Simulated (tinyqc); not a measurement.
Hot electrons in a saturated n-channel MOSFET, lucky-electron model: two steps of the calculation.

Beyond pinch-off the lateral field grows as Esat cosh(y/l) over the velocity-saturated region (pseudo-two-dimensional model). Impact ionisation in this region gives the substrate current, which biases the body forward through Rsub. Currents are per width. Local-field laws: they overstate ionisation when the field peak is narrower than an energy relaxation length.

Parameters, values chosen for the exercise; values close to those of silicon n-channel devices:
- L = 0.18 um (channel length)
- tox = 3.3 nm (oxide thickness)
- VT = 0.56 V (threshold)
- vs = 7.9e6 cm/s (saturation velocity)
- Ai = 2e6 1/cm (ionisation prefactor)
- Bi = 1.81 MV/cm (ionisation field)
- Rd = 200 ohm um (resistance of the lightly doped drain)
- Rsub = 6400 ohm um (substrate resistance)
- kb = 0.25 (fall of VT per volt of forward body bias)
- lm = 9.7 nm (hot-electron mean free path)
- pb = 3.2 V (oxide barrier)
- Cg = 0.0012 (prefactor of the gate current)
- m = 3.2 (lifetime exponent)
- Hl = 2100 s uA/um (lifetime constant)
- Vd = 1.7 V (drain voltage)
- Vg = 1.2 V (gate voltage)

Constants: eps0 = 8.8541878128e-14 F/cm where lengths are in cm. Results are converted to the units shown.

Problem 1. Body bias from the substrate current. Cox = 3.9 eps0/tox. Overdrive g = Vg - VT + kb Vb; Vdsat = g Esat L/(g + Esat L); Id = Cox vs (g - Vdsat); dV = Vd - Id Rd - Vdsat; Em = sqrt((dV/l)^2 + Esat^2); Isub = Id (Ai/Bi) l Em exp(-Bi/Em). Vb(new) = Rsub Isub.

Vb at the start = 0 V
l = 26.698315 nm
Esat = 0.037619048 MV/cm

Find: Vdsat; Id; dV; Em; Isub; Vb after iteration 1.

Solution 1.

Vdsat = 0.3290 V
Id = 257.1 uA/um
dV = 1.320 V
Em = 0.4957 MV/cm
Isub = 9.755 uA/um
Vb after iteration 1 = 0.06243 V

Problem 2. Gate current, lifetime and channel shortening. Ig = Cg Id exp(-pb/(lm Em)); lifetime tau = (Hl/Id)(Isub/Id)^(-m); length of the saturated region dL = l ln[(dV/l + Em)/Esat]. 1 year = 3.15576e7 s.

Id = 266.75422 uA/um
dV = 1.3134850 V
Em = 0.49340921 MV/cm
Isub = 9.9084928 uA/um
l = 26.698315 nm
Esat = 0.037619048 MV/cm

Wanted: Isub/Id; Ig; tau; dL.

Solution 2.

Isub/Id = 0.03714
Ig = 399.5 pA/um
tau = 0.009405 years
dL = 87.18 nm

The lifetime misses ten years.

tinyqc, about 0.01 s, one thread, Intel Xeon 2.30GHz (shared host): `OMP_NUM_THREADS=1 python tinyqc.py 2550025 2550026 out.jsonl`
